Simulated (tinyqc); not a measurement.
Input admittance of a MOSFET at zero drain bias: distributed channel and distributed gate: two steps of the calculation.

Source and drain grounded, strong inversion, w = 2 pi f, Cox = eps0 eox/tox. The channel is an RC line of resistance 1/(mu Cox Vo) per square fed from both ends, so one finger has the intrinsic admittance y = i w Cox L tanh(g)/g per width, g = (1/2) sqrt(i w tau), tau = L^2/(mu Vo). The vertical resistance rv/L is in series with y, the overlaps 2 i w Cov in parallel: y_t = 1/(1/y + rv/L) + 2 i w Cov. The gate strip is a line of Rsh/L per length loaded by y_t, so a finger has Y = y_t Wf tanh(k)/k, k = (Wf/sd) sqrt(y_t Rsh/L); the device has Nf Y.

Inputs (values chosen for the exercise); values of the order met in silicon radio-frequency transistors: relative permittivity of the gate insulator (close to zirconium oxide) eox = 25.3; insulator thickness tox = 6.6 nm; channel length L = 0.09 um; finger width Wf = 0.71 um; number of fingers Nf = 64; channel mobility mu = 270 cm^2/(V s); gate overdrive Vo = 0.26 V; sheet resistance of the gate Rsh = 14 ohm/square; vertical resistivity of the gate stack rv = 4.4 ohm um^2; number of ends at which a finger is contacted sd = 2; overlap and fringe capacitance on each side Cov = 0.21 fF/um; frequency f = 81 GHz.

Constants: eps0 = 8.8541878128e-14 F/cm where lengths are in cm. Results are converted to the units shown.

Question 1. Low-frequency resistances and capacitance. Low-frequency limits, with c = Cox L and ct = c + 2 Cov: R_strip = Rsh Wf/(3 sd^2 L Nf), R_ch = (c/ct)^2 L/(12 mu Cox Vo Wf Nf), R_vert = (c/ct)^2 rv/(L Wf Nf), C = ct Wf Nf.

Wanted: parts; sum; C; 1/(2 pi R C).

Answer 1.

parts (ohm): strip 0.14381, channel 0.53538, vertical 0.83152
sum = 1.5107 ohm
C = 157.89 fF
1/(2 pi R C) = 667.24 GHz

The vertical term is the largest, 55.0 % of the sum.

Question 2. Input impedance of the device. k and Y as defined; Z = 1/(Nf Y) = R + 1/(i w C); Q = |Im Z|/R; signal at the point farthest from a contact |1/cosh k|.

y_t = 191.0646+1743.8010i uS/um

Give: k; Nf Y; R; C; Q; signal at the far point.

Answer 2.

k = 0.13809+0.12378i
Nf Y = 9.570+79.029i mS
R = 1.5101 ohm
C = 157.56 fF
Q = 8.2581
signal at the far point = 0.99803

Computed by the program tinyqc: `OMP_NUM_THREADS=1 python tinyqc.py 2262038 2262039 out.jsonl`, one thread of a shared Intel Xeon 2.30GHz, about 0.01 s for the whole run.
